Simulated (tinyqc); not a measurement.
Deal-Grove kinetics of thermal oxidation of silicon: one step, computed by the program tinyqc. Command: `OMP_NUM_THREADS=1 python tinyqc.py 3015679 3015680 out.jsonl oxide walk`. One thread of a shared host (Intel(R) Xeon(R) Processor @ 2.30GHz), about 0.03 s of CPU time with the checks.

Oxidant diffuses through the oxide and reacts at the interface, so that dx/dt = B/(A + 2x) for the oxide thickness x.

Question. Thickness after the oxidation. tau = (x_i^2 + A x_i)/B and x = (A/2) [sqrt(1 + 4 B (t + tau)/A^2) - 1], the root of x^2 + A x = B (t + tau). Silicon consumed is 0.44 times the oxide grown; the rate is B/(A + 2x).

Inputs (values chosen for the exercise, close to those used for silicon): temperature T = 1025 C; initial oxide x_i = 0.01 um; time t = 4.7 h.

Ambient: steam. Surface: (111).

length A = 0.2046531 um

parabolic constant B = 0.6257498 um^2/h

Give: tau; oxide thickness x; silicon consumed; final growth rate.

Answer.

tau = 0.003430 h

oxide thickness x = 1.616 um

silicon consumed = 0.7068 um

final growth rate = 0.1821 um/h

2x/A = 15.8: diffusion through the oxide limits the rate.
